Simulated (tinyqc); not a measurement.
Inside a calculation. Method: Jacobi rotations on a symmetric matrix. Computed by tinyqc, a small Python program that keeps every step. Settings: method = jacobi. Command: `OMP_NUM_THREADS=1 python tinyqc.py 30246 30247 out.jsonl` (the two numbers bound the seeds that draw the settings). One thread of a shared host (Intel(R) Xeon(R) Processor @ 2.60GHz), about 0.01 s of CPU time with the checks.

## Jacobi rotation 1

A, lower triangle:
```
           1         2         3
1   1.785000
2   0.073000  3.898000
3  -0.329000  0.688000  4.092000
```

Take the largest off-diagonal element A_pq; tan 2 theta = 2 A_pq / (A_qq - A_pp) with |theta| <= pi/4; A' = J^T A J with J_pp = J_qq = cos, J_pq = sin, J_qp = -sin.

p, q, theta (rad): 2.000000  3.000000  0.715366

A', lower triangle:
```
           1         2         3
1   1.785000
2   0.270893  3.300196
3  -0.200467  0.000000  4.689804
```

## Jacobi rotation 2

As before.

p, q, theta (rad): 1.000000  2.000000  0.171701

A', lower triangle:
```
           1          2         3
1   1.738025
2   0.000000   3.347171
3  -0.197519  -0.034251  4.689804
```

## All rotations

The off-diagonal norm falls at every rotation.

Rotations:
```
step  p  q      theta  off-diagonal norm
1     2  3   0.715366           4.77e-01
2     1  2   0.171701           2.84e-01
3     1  3  -0.066520           4.84e-02
4     2  3  -0.025186           3.22e-03
5     1  2  -0.001404           8.11e-05
6     1  3   0.000019           1.14e-07
7     2  3  -5.93e-08           2.19e-12
```

eigenvalues: 1.724863  3.346313  4.703824
